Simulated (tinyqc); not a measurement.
Placement within one cell: pair of shallow donors (hydrogen-like orbitals).

Each donor has the orbital exp(-r/a); energy unit Ha* = q/(eps a), q = e^2/(4 pi eps0), so that a lone donor is bound by Ha*/2; x = R/a. One electron: S = (1 + x + x^2/3) exp(-x), j = 1/x - (1 + 1/x) exp(-2x), k = (1 + x) exp(-x); levels E(+/-) = -1/2 - (j +/- k)/(1 +/- S) in Ha*, without the repulsion of the ions, split by D = |E(-) - E(+)|. In six valleys the overlaps S and k are multiplied by v = [cos(K Rx) + cos(K Ry) + cos(K Rz)]/3, K = k0 (2 pi/a_lat), for isotropic envelopes and the symmetric valley state.

Two electrons, Heitler-London: with S' = (1 - x + x^2/3) exp(x), C = 1/x - exp(-2x)(1/x + 11/8 + 3x/4 + x^2/6), X = (1/5){exp(-2x)(25/8 - 23x/4 - 3x^2 - x^3/3) + (6/x)[S^2 (0.5772157 + ln x) + S'^2 Ei(-4x) - 2 S S' Ei(-2x)]}, Q = C - 2j + 1/x and A = X - 2 S k + S^2/x, the singlet and triplet lie at (Q +/- w A)/(1 +/- w S^2) from two lone donors, with the valley weight w = v^2; the exchange is J = triplet - singlet.

Constants: e^2/(4 pi eps0) = 14.39964547 eV angstrom.

Values chosen for the exercise (near those of two donors in Si; not measured data):
- a = 16.1 angstrom (orbital radius)
- eps = 11.7 (dielectric constant)
- a_lat = 5.431 angstrom (lattice constant)
- k0 = 0.85 2 pi/a_lat (valley position)
- sites = ((11, 0, 0), (11.25, 0.25, 0.25), (11.5, 0.5, 0), (11, 0.5, 0.5), (10.75, 0.25, -0.25), (11.75, 0.25, -0.25), (11, 1, 0), (11.25, 0.75, -0.25), (12, 0.5, 0.5)) a_lat (positions of the second donor)

D and J for each site, and for v = 1.

Results:

| site | R (angstrom) | v | D (meV) | J (micro-eV) | J for v = 1 |
|---|---|---|---|---|---|
| (11, 0, 0) | 59.7 | 0.471 | 3.94 | 513 | 2.32e+03 |
| (11.25, 0.25, 0.25) | 61.1 | -0.152 | 1.19 | 47.6 | 2.05e+03 |
| (11.5, 0.5, 0) | 62.5 | 0.088 | 0.651 | 14.2 | 1.82e+03 |
| (11, 0.5, 0.5) | 59.9 | -0.790 | 6.71 | 1.43e+03 | 2.30e+03 |
| (10.75, 0.25, -0.25) | 58.4 | 0.372 | 3.28 | 359 | 2.60e+03 |
| (11.75, 0.25, -0.25) | 63.8 | 0.488 | 3.42 | 384 | 1.61e+03 |
| (11, 1, 0) | 60.0 | 0.333 | 2.74 | 252 | 2.27e+03 |
| (11.25, 0.75, -0.25) | 61.2 | -0.447 | 3.50 | 405 | 2.03e+03 |
| (12, 0.5, 0.5) | 65.3 | -0.491 | 3.23 | 341 | 1.42e+03 |

Over these sites the envelope alone changes J by a factor 1.84, and the valley factor v^2 by 79.7; J runs from 14.2 at (11.5, 0.5, 0) to 1.43e+03 micro-eV at (11, 0.5, 0.5). Moves of less than one lattice constant change the phases of the valleys along each axis that moves, so the placement must be exact to the site.

tinyqc: `OMP_NUM_THREADS=1 python tinyqc.py 1281655 1281656 out.jsonl`; about 0.01 s, one thread, shared Intel(R) Xeon(R) Processor @ 2.30GHz.
